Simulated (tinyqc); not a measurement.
Pair-potential crystal by lattice sums. Which input was changed? Computed by tinyqc, a small Python program. Command: `OMP_NUM_THREADS=1 python tinyqc.py 3002665 3002666 out.jsonl pairsum which`. One thread of a shared host (Intel(R) Xeon(R) Processor @ 2.30GHz), about 0.1 s of CPU time with the checks.

Energy per atom E = (1/2) sum over neighbours of phi(r); d is the nearest-neighbour distance.

Inputs (values chosen for the exercise, for model atoms): well depth eps = 0.253 eV; pair minimum r0 = 2.96 angstrom; cut-off r_c/r0 = 1.95; stiffness alpha r0 = 6.9.

Potential: Morse. Structure: hcp.

Constants: 1 eV/angstrom^3 = 160.2176634 GPa.

Method:
- phi0(r) = eps [exp(-2 alpha (r - r0)) - 2 exp(-alpha (r - r0))]; shifted-force cut-off: phi(r) = phi0(r) - phi0(r_c) - (r - r_c) phi0'(r_c) for r < r_c, zero beyond.
- Shells (distance in units of d, count): fcc 1.0000 (12), 1.4142 (6), 1.7321 (24), 2.0000 (12), 2.2361 (24), 2.4495 (8), 2.6458 (48), 2.8284 (6), 3.0000 (36), 3.1623 (24); hcp 1.0000 (12), 1.4142 (6), 1.6330 (2), 1.7321 (18), 1.9149 (12), 2.0000 (6), 2.2361 (12), 2.3805 (12), 2.4495 (6), 2.5166 (6), 2.5820 (12), 2.6458 (24), 2.7080 (6), 2.8868 (12), 3.0000 (12), 3.1091 (24), 3.1623 (12); bcc 1.0000 (8), 1.1547 (6), 1.6330 (12), 1.9149 (24), 2.0000 (8), 2.3094 (6), 2.5166 (24), 2.5820 (24), 2.8284 (24), 3.0000 (32); sc 1.0000 (6), 1.4142 (12), 1.7321 (8), 2.0000 (6), 2.2361 (24), 2.4495 (24), 2.8284 (12), 3.0000 (30), 3.1623 (24); diamond 1.0000 (4), 1.6330 (12), 1.9149 (12), 2.3094 (6), 2.5166 (12), 2.8284 (24), 3.0000 (16). Volumes per atom in d^3: fcc 0.70711, hcp 0.70711, bcc 0.76980, sc 1.00000, diamond 1.53960; hcp has the ideal c/a. Every shell inside the cut-off is summed.
- Equilibrium: dE/dd = 0 at the lowest minimum with d between 0.78 r0 and 1.45 r0; B = d^2 E''(d)/(9 Omega).
- Unrelaxed vacancy: removing an atom breaks its bonds (2|E|) and placing it on the surface returns |E|, so E_v = |E|.

Question. One of these inputs alone was changed, within the range given: well depth eps (0.1265 to 0.506); pair minimum r0 (1.48 to 5.92); cut-off r_c/r0 (1.5 to 2.7); stiffness alpha r0 (3.45 to 12). Which one, and to what value?

Results:
```
run     bulk modulus B (GPa)  energy per atom (eV)  equilibrium distance d (angstrom)
before              151.4092             -1.581287                           2.937240
after               190.9073             -1.993796                           2.937240
```

Answer.

Each candidate set to reproduce bulk modulus B, and what it then gives:
```
candidate                    range searched  value needed  energy per atom (eV)  equilibrium distance d (angstrom)
well depth eps (eV)         0.1265 to 0.506        0.3190               -1.9938                             2.9372
pair minimum r0 (angstrom)     1.48 to 5.92         2.740               -1.5813                             2.7188
cut-off r_c/r0                   1.5 to 2.7  out of reach                     -                                  -
stiffness alpha r0               3.45 to 12         7.842               -1.5681                             2.9470
```

Only well depth eps fits every result: it went from 0.253 to 0.319 eV. The next best candidate, pair minimum r0, misses one result by 21 %.
